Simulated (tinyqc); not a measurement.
Sheet resistance of a shallow doped layer with concentration-dependent mobility and limited activation: one step, computed by the program tinyqc.

A layer of one dopant lies in a background of the opposite type. Current flows parallel to the surface down to the junction; depletion is ignored.

Task: Local values. C(x) = C_s exp(-x^2/(2 l^2)). Active density N = min(C, C_a); carriers n = N - C_B; mobility mu = mu_min + (mu_max - mu_min)/(1 + ((N + C_B)/N_r)^alpha). Conductivity e n mu. Depths are 0, 0.2, 0.4, 0.6, 0.8 and 0.95 of x_j.

Inputs (values chosen for the exercise, modelled on phosphorus in silicon):
```
quantity                     value        unit
surface concentration C_s  1.8e+19      1/cm^3
length l                       4.6          nm
background C_B             1.2e+16      1/cm^3
mobility floor mu_min         66.4  cm^2/(V s)
mobility mu_max               1400  cm^2/(V s)
reference density N_r      9.7e+16      1/cm^3
exponent alpha                0.73           -
anneal temperature T          1000           C
```

Profile: Gaussian.

junction depth x_j = 17.59248 nm

active limit C_a = 5.025764e+20 1/cm^3

Constants: e = 1.602176634e-19 C.

Give: Along the depth.

Result:

Along the depth:
```
x (nm)  C (1/cm^3)  N (1/cm^3)  mu (cm^2/(V s))  conductivity (S/cm)
0.00     1.800e+19   1.800e+19             95.2                274.4
3.52     1.343e+19   1.343e+19            101.9                219.1
7.04     5.586e+18   5.586e+18            132.1                117.9
10.56    1.294e+18   1.294e+18            240.2                 49.3
14.07    1.669e+17   1.669e+17            586.6                 14.6
16.71    2.448e+16   2.448e+16            961.6                  1.9
```
